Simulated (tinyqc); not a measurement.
## Threshold-voltage variability of a planar MOSFET, analytic estimates: a gate of 4 grains

Three independent sources add in quadrature: random dopants in the depleted layer, metal-gate grains of two orientations, and roughness of the two gate edges acting through the roll-off VT = VT(long) - Vr exp(-L/l). These are first-order estimates: no three-dimensional electrostatics, no percolation.

Each of 4 equal grains has the higher work function with probability p; the threshold shift is dW (j/4 - p) for j such grains, and the off current changes by exp(-shift/(n Vt)).

Values chosen for this exercise; material values close to those of silicon: temperature T = 300 K; work-function difference of the two grain orientations dW = 0.1 eV; share of the orientation of higher work function p = 0.3; subthreshold factor n = 1.33.

Constants: q = 1.602176634e-19 C, kB = 1.380649e-23 J/K, Vt = kB T/q. Results are converted to the units shown.

Distribution:
```
j	probability	shift (mV)	Ioff factor	probability x factor
0	0.2401	-30.00	2.393	0.5745
1	0.4116	-5.00	1.157	0.4760
2	0.2646	20.00	0.5590	0.1479
3	0.07560	45.00	0.2701	0.02042
4	0.008100	70.00	0.1306	0.001058
```

What does the table show?

The standard deviation is dW sqrt(p (1 - p)/4) = 22.9 mV. The mean off current is 1.22 times the nominal one; the log-normal formula exp(s^2/(2 (n Vt)^2)) gives 1.25. Devices with j = 0, 24 % of all, carry 47 % of the mean leakage.

Computed by the program tinyqc: `OMP_NUM_THREADS=1 python tinyqc.py 2090126 2090127 out.jsonl`, one thread of a shared Intel Xeon 2.30GHz, about 0.01 s for the whole run.
